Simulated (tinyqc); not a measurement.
# Illuminated p-n diode, drift-diffusion by the Gummel loop with Scharfetter-Gummel fluxes: two studies

Abrupt junction at x = 0, p side from -Lp, n side to Ln, ohmic contacts. psi is counted from the intrinsic level; n = ni exp((psi - phin)/Vt), p = ni exp((phip - psi)/Vt). Contacts: p side psi = V - Vt ln(Na/ni), p = Na, n = ni^2/Na; n side psi = Vt ln(Nd/ni), n = Nd, p = ni^2/Nd. Constant mobilities, D = mu Vt, Boltzmann statistics, SRH recombination through a mid-gap level, U = (n p - ni^2)/(tp (n + ni) + tn (p + ni)). Current is positive from the p contact to the n contact.

Inputs (values chosen for the exercise); band and dielectric values those of a made-up semiconductor:

| symbol | value | unit | meaning |
|---|---|---|---|
| T | 300 | K | temperature |
| Eg | 1.19 | eV | band gap |
| eps_r | 10.6 |  | relative permittivity |
| Nc | 3.58e19 | cm^-3 | conduction-band density of states at T |
| Nv | 2.05e19 | cm^-3 | valence-band density of states at T |
| Na | 3.3e15 | cm^-3 | acceptor density of the p side |
| Nd | 1.3e17 | cm^-3 | donor density of the n side |
| mun | 880 | cm^2/(V s) | electron mobility |
| mup | 390 | cm^2/(V s) | hole mobility |
| tn | 4e-7 | s | SRH lifetime of electrons |
| tp | 3e-9 | s | SRH lifetime of holes |
| Lp | 1.8 | um | length of the p side |
| Ln | 1.2 | um | length of the n side |
| G | 1e20 | cm^-3 s^-1 | uniform generation rate |

Constants: q = 1.602176634e-19 C, kB = 1.380649e-23 J/K, Vt = kB T/q, eps0 = 8.8541878128e-14 F/cm where lengths are in cm. Results are converted to the units shown.

Each table varies one quantity; the others keep the values above.

## Current against voltage in the dark

ni = sqrt(Nc Nv) exp(-Eg/(2 Vt)), Eg in volts. Poisson and both continuity equations are solved self-consistently with Scharfetter-Gummel fluxes on a graded mesh of 500 nodes. J_scr is q times the integral of U between -xp and xn. Ideal diffusion current J_id = q ni^2 [Dn coth(wp/Le)/(Le Na) + Dp coth(wn/Lh)/(Lh Nd)] (exp(V/Vt) - 1), Le = sqrt(Dn tn), Lh = sqrt(Dp tp), wp = Lp - xp, wn = Ln - xn, with xp and xn from the depletion approximation (W = sqrt(2 eps0 eps_r (Vbi - V)(1/Na + 1/Nd)/q), xp = W Nd/(Na + Nd), xn = W Na/(Na + Nd), Vbi = Vt ln(Na Nd/ni^2)). Ideality factor = 0.004 V/(Vt ln[J(V + 0.004 V)/J(V)]). Here G = 0.

In this table G = 0 cm^-3 s^-1.

Current against voltage in the dark:

| V (V) | J (A/cm^2) | ideality factor | J_scr/J (%) | J_id (A/cm^2) | share recombining at the contacts (%) | larger minority/doping at -xp and xn |
|---|---|---|---|---|---|---|
| 0.16 | 5.48e-7 | 1.64 | 94.4 | 3.09e-8 | 5.53 | 5.08e-10 |
| 0.23 | 2.82e-6 | 1.62 | 84.1 | 4.55e-7 | 15.8 | 7.54e-9 |
| 0.3 | 1.67e-5 | 1.39 | 60.7 | 6.69e-6 | 39.2 | 1.12e-7 |
| 0.37 | 1.39e-4 | 1.17 | 30.8 | 9.83e-5 | 68.9 | 1.65e-6 |
| 0.43 | 0.00111 | 1.07 | 13.3 | 9.82e-4 | 86.3 | 1.65e-5 |
| 0.5 | 0.0147 | 1.03 | 4.32 | 0.0144 | 95.3 | 2.39e-4 |
| 0.57 | 0.207 | 1.02 | 1.31 | 0.210 | 98.2 | 0.00341 |
| 0.63 | 1.99 | 1.03 | 0.447 | 2.09 | 99.1 | 0.0312 |
| 0.7 | 24.5 | 1.17 | 0.121 | 30.3 | 99.4 | 0.312 |

J rises from 5.48e-7 to 24.5 A/cm^2; the ideality factor goes from 1.64 through a minimum of 1.02 (at V = 0.57 V among the rows listed) to 1.17. Recombination in the depleted layer carries over half of the current up to V = 0.3 V, where the factor is 1.39; it grows roughly as exp(V/2 Vt), so diffusion overtakes it. Where the factor is lowest (V = 0.57 V), J is 1.7 % below the ideal diffusion current. From V = 0.7 V on the minority density at an edge of the layer exceeds a tenth of the doping, and in the last row J is 19 % below the ideal value.

## Solar-cell figures against the acceptor density of the p side

Jsc = -J(0), collected share Jsc/(q G (Lp + Ln)), estimate q G [W + Le tanh(wp/2 Le) + Lh tanh(wn/2 Lh)] at V = 0 with Le = sqrt(Dn tn), Lh = sqrt(Dp tp), W, wp = Lp - xp and wn = Ln - xn from the depletion approximation; J(Voc) = 0; Vmp maximises -J V; FF = Pmax/(Jsc Voc).

Solar-cell figures against the acceptor density of the p side:

| Na (cm^-3) | Jsc (mA/cm^2) | collected share (%) | estimate of Jsc (mA/cm^2) | Voc (V) | Vmp (V) | FF | Pmax (mW/cm^2) |
|---|---|---|---|---|---|---|---|
| 3.3e15 | 2.78 | 57.9 | 2.81 | 0.454 | 0.378 | 0.742 | 0.937 |
| 7.7e15 | 2.65 | 55.2 | 2.66 | 0.476 | 0.400 | 0.758 | 0.957 |
| 1.8e16 | 2.56 | 53.4 | 2.57 | 0.497 | 0.420 | 0.771 | 0.984 |
| 4.2e16 | 2.51 | 52.2 | 2.52 | 0.517 | 0.439 | 0.782 | 1.01 |
| 9.9e16 | 2.48 | 51.6 | 2.48 | 0.532 | 0.454 | 0.789 | 1.04 |

As Na rises from 3.3e15 to 9.9e16, the collected share falls from 57.9 to 51.6 %, Voc rises from 0.454 to 0.532 V and FF rises from 0.742 to 0.789. The estimate of Jsc is within 0.77 % in all rows.

tinyqc, about 0.8 s, one thread, Intel Xeon 2.30GHz (shared host): `OMP_NUM_THREADS=1 python tinyqc.py 2240133 2240134 out.jsonl`
